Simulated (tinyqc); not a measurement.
# Ellipsometry and reflectance of a transparent film on an absorbing substrate: what changes with what

Air (index 1), film, substrate with N2 = n2 - i k2; time factor exp(+i w t). q_j = sqrt(N_j^2 - sin^2 th), root with positive real part. Fresnel coefficients r_s = (q_a - q_b)/(q_a + q_b), r_p = (N_b^2 q_a - N_a^2 q_b)/(N_b^2 q_a + N_a^2 q_b). tan(Psi) exp(i Delta) = R_p/R_s, Delta taken from 0 to 360 degrees.

Parameters, values chosen for the exercise; indices close to those of titanium dioxide on silicon:
- lam = 800 nm (wavelength)
- th = 70 degrees (angle of incidence)
- n1 = 2.381 (index of the transparent film)
- d = 150 nm (film thickness)
- n2 = 3.692 (index of the substrate)
- k2 = 0.0065 (extinction coefficient of the substrate)

Each table varies one quantity; the others keep the values above.

## Psi and Delta against the film thickness

beta = 2 pi d q1/lam, X = exp(-2 i beta), R = (r01 + r12 X)/(1 + r01 r12 X) for p and s. The last column is the derivative of Delta.

Result of one run:
```
d (nm)	Psi (degrees)	Delta (degrees)	|R_p|^2	|R_s|^2	dDelta/dd (degrees/nm)
2.5	9.155	172.9	0.01768	0.6806	-2.693
```

What becomes of these results when the film thickness d is changed from 2.5 to 0 nm, all else the same?

Result of the changed run:
```
d (nm)	Psi (degrees)	Delta (degrees)	|R_p|^2	|R_s|^2	dDelta/dd (degrees/nm)
0	9.129	179.7	0.01758	0.6809	-2.703
```

The whole series:
```
d (nm)	Psi (degrees)	Delta (degrees)	|R_p|^2	|R_s|^2	dDelta/dd (degrees/nm)
0	9.129	179.7	0.01758	0.6809	-2.703
0.5	9.131	178.3	0.01759	0.6809	-2.703
1	9.134	177.0	0.01760	0.6808	-2.702
1.5	9.139	175.6	0.01762	0.6808	-2.699
2	9.146	174.3	0.01764	0.6807	-2.697
2.5	9.155	172.9	0.01768	0.6806	-2.693
3	9.166	171.6	0.01772	0.6804	-2.689
3.5	9.179	170.2	0.01776	0.6803	-2.684
4	9.194	168.9	0.01782	0.6801	-2.678
```

Delta falls from 179.67 to 168.89 degrees while Psi moves from 9.129 to 9.194: Delta changes 168 times as much as Psi. With the slope of the first row an error of 0.01 degree in Delta means 0.0037 nm.

## Effect of the index of the transparent film

Same model as above.

dDelta/dd is the derivative of Delta; period lam/(2 q1).

Result of one run:
```
n1	Psi (degrees)	Delta (degrees)	|R_p|^2	|R_s|^2	dDelta/dd (degrees/nm)	period (nm)
1.65	66.338	349.76	0.22033	0.042304	-3.8041	294.93
```

What becomes of these results when the index of the transparent film n1 is changed from 1.65 to 1.85, all else the same?

Result of the changed run:
```
n1	Psi (degrees)	Delta (degrees)	|R_p|^2	|R_s|^2	dDelta/dd (degrees/nm)	period (nm)
1.85	39.015	315.06	0.16024	0.24409	-1.0870	251.01
```

The whole series:
```
n1	Psi (degrees)	Delta (degrees)	|R_p|^2	|R_s|^2	dDelta/dd (degrees/nm)	period (nm)
1.25	34.426	96.638	0.19963	0.42497	0.14408	485.26
1.45	53.908	81.071	0.24672	0.13112	0.20843	362.22
1.65	66.338	349.76	0.22033	0.042304	-3.8041	294.93
1.85	39.015	315.06	0.16024	0.24409	-1.0870	251.01
2.05	24.739	299.84	0.096018	0.45223	-1.0505	219.55
2.25	16.170	277.48	0.048646	0.57858	-1.4752	195.66
2.45	11.098	244.42	0.024811	0.64486	-2.1011	176.79
2.65	9.2829	206.27	0.018015	0.67433	-2.3059	161.43
```

Psi goes from 34.4 through a maximum of 66.3 (at n1 = 1.65 among the rows listed) to 9.28 degrees and |R_p|^2 goes from 0.200 through a maximum of 0.247 (at n1 = 1.45 among the rows listed) to 0.0180. The slope of Delta is largest in size, 3.80 degrees/nm, at n1 = 1.65 among the rows.

Numbers from tinyqc (`OMP_NUM_THREADS=1 python tinyqc.py 2870197 2870198 out.jsonl`; about 0.01 s on one thread of a shared Intel Xeon 2.30GHz).
